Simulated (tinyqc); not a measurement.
## Gap voltage and exponent from three temperatures

Question. At constant current VBE(T) = Vg0 - a T - eta (kB T/q) ln T, where a is a constant. Find Vg0, eta and dVBE/dT at the middle temperature.

Constants: q = 1.602176634e-19 C, kB = 1.380649e-23 J/K. Results are converted to the units shown.

T (K): [233, 330, 390]
VBE at a constant current (V): [0.8303316068, 0.6653190174, 0.5592454587]

Answer. The relation is linear in Vg0, a and eta, so three points give a linear system; the slope is (VBE - Vg0 - eta kB T/q)/T. eta rests on the curvature of VBE(T) alone, so real fits need accuracy of some tens of microvolts or better.

Vg0 = 1.153 V
eta = 3.100
dVBE/dT = -1.745 mV/K

Program tinyqc, `OMP_NUM_THREADS=1 python tinyqc.py 2062009 2062010 out.jsonl`; Intel Xeon 2.30GHz, shared host, one thread, about 0.03 s.
